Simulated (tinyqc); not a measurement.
Strained alloy layer of GaSb and GaAs on (001) InP, model-solid band line-up: one step of the calculation.

The layer is x parts of the first compound and 1 - x of the second, grown coherently on the third as substrate and barrier. Rows of the table: lattice constant a, average valence level Ea on an absolute scale, spin-orbit splitting so, gaps at Gamma, X and L, hydrostatic deformation potentials av and ac (Gamma), shear potential b, elastic constants, electron and heavy-hole (along z) masses. All are interpolated linearly in x; gaps get -C x (1 - x), taken wholly in the conduction band; real line-ups can differ from this model by 0.1 eV or more.

Problem. Critical thickness. In-plane strain e = (a_substrate - a)/a. Matthews-Blakeslee for 60-degree dislocations in a single layer: hc = k (ln(hc/bv) + 1), k = bv (1 - nu/4)/(4 pi |e| (1 + nu)), nu = c12/(c11 + c12), bv = a/sqrt(2); the larger root.

Inputs (values chosen for the exercise): fraction of the first compound in the layer x = 0.56; bowing of the Gamma gap CG = 1.43 eV; bowing of the X gap CX = 1.2 eV; bowing of the L gap CL = 1.2 eV; layer thickness Lw = 11.9 nm.

Binary compounds, values chosen for the exercise:
```
              close to GaSb  close to GaAs  close to InP
a (angstrom)          6.096          5.653         5.869
Ea (eV)               -6.25          -6.92         -7.04
so (eV)               0.749          0.337          0.11
EG (eV)               0.717           1.44          1.35
EX (eV)                1.05           1.91          2.22
EL (eV)               0.808            1.7          1.95
av (eV)                0.79           1.17          1.28
ac (eV)                -6.8          -7.25         -5.02
b (eV)                -1.99          -1.71          -1.7
c11 (GPa)              89.4            119           102
c12 (GPa)              40.1           53.3          56.5
me (m0)              0.0385         0.0672        0.0799
mh (m0)               0.248          0.352         0.534
```

Give: nu; bv; hc.

Solution.

nu = 0.30949
bv = 0.41727 nm
hc = 21.210 nm

The layer, Lw = 11.9 nm, is thinner than hc, so it stays coherent by this criterion.

Computed by the program tinyqc: `OMP_NUM_THREADS=1 python tinyqc.py 2690013 2690014 out.jsonl`, one thread of a shared Intel Xeon 2.30GHz, about 0.01 s for the whole run.
